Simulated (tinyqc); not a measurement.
Inside a calculation: deep level with several charge states, and Shockley-Read-Hall recombination. Values are carried at full precision from step to step, so a last printed digit may differ when a step is redone from the rounded ones.

Energies from Ev. The defect has charge states 0, -1, -2 with weights 1, gm exp((EF - E1)/kT), exp((2 EF - E1 - E2)/kT); the shares are the weights over their sum. Boltzmann carriers: n = Nc exp((EF - Eg)/kT), p = Nv exp(-EF/kT). Neutrality: p - n + Nd + Nt <q> = 0.

Constants: kB = 8.617333262e-05 eV/K.

Inputs chosen for the exercise (gap and densities of states near those of Si at this temperature; shifted at random, so the results belong to these values and not to a real crystal): Eg = 1.129 eV (gap); Nc = 2.03e+19 1/cm^3 (conduction-band density of states); Nv = 8.82e+18 1/cm^3 (valence-band density of states); T = 250 K; E1 = 0.239 eV (level (0/-1) above Ev); E2 = 0.835 eV (level (-1/-2) above Ev); gm = 1 (degeneracy of the middle state, the others 1); Nt = 9.2e+13 1/cm^3 (defects); Nd = -1.8e+13 1/cm^3 (ionised shallow donors minus acceptors); E_try = 0.607 eV (trial Fermi level); Et = 0.835 eV (recombination level above Ev); sn = 5.2e-15 cm^2 (electron capture cross-section); sp_ = 1.6e-14 cm^2 (hole capture cross-section); vth = 12000000 cm/s (thermal velocity, both carriers); Nm = 9.2e+14 1/cm^3 (equilibrium holes for the lifetime steps); dn = 1.8e+14 1/cm^3 (excess pairs).

## Charge states at a trial Fermi level

Form the exponents, the shares, the mean charge and the residual of neutrality at EF = E_try.

exponents of the second and third weights: 17.082  6.499

shares: 0 0.0000, -1 1.0000, -2 0.0000

<q> = -1.0000

n, p (1/cm^3): 6.09e+08  5.12e+06

residual = -1.10e+14 1/cm^3

The residual is negative, so EF must fall.

## The neutral state

Solve for EF.

EF = 0.2511 eV

shares at EF: 0 0.363, -1 0.637, -2 0.000

n = 40.7 1/cm^3
p = 7.66e+13 1/cm^3

Without the defects the majority density would be 1.80e+13 1/cm^3; with them the density of these carriers is 7.66e+13, so they add carriers. Most defects are in the state -1.

## Recombination through one level

One level at Et with degeneracy 1: tn = 1/(sn vth Nt), tp = 1/(sp_ vth Nt), n1 = Nc exp((Et - Eg)/kT), p1 = Nv exp(-Et/kT), ni^2 = n1 p1. Equilibrium p0 = Nm, n0 = ni^2/Nm; n = n0 + dn, p = p0 + dn. U = (n p - ni^2)/(tp (n + n1) + tn (p + p1)), lifetime dn/U; emission rates en = sn vth n1, ep = sp_ vth p1.

Evaluate each quantity.

tn, tp (microsecond): 0.1742  0.05661

n1, p1 (1/cm^3): 2.40e+13  130

U = 9.75e+20 1/(cm^3 s)
lifetime = 0.185 microsecond

The lifetime is 1.060 times the minority capture time tn and 0.8 times tn + tp, the limit of high injection.

## Emission and generation in a depleted region

With n = p = 0 the level generates pairs at G = Nt en ep/(en + ep); generation lifetime tg = ni/G; current density e G W for a width W = 1 micrometre, e = 1.602176634e-19 C.

en, ep (1/s): 1.50e+06  2.49e-05

G = 2.29e+09 1/(cm^3 s)
tg = 2.44e+04 microsecond
current density = 3.67e-14 A/cm^2

The slower step, hole emission, limits the rate: en/ep = 6.03e+10.

## Checks

- U against hole capture minus emission at the steady occupation of the level (1/(cm^3 s)): both 9.746e+20.

Program tinyqc; command `OMP_NUM_THREADS=1 python tinyqc.py 1651332 1651333 out.jsonl`; about 0.01 s on one thread of a shared Intel(R) Xeon(R) Processor @ 2.30GHz.
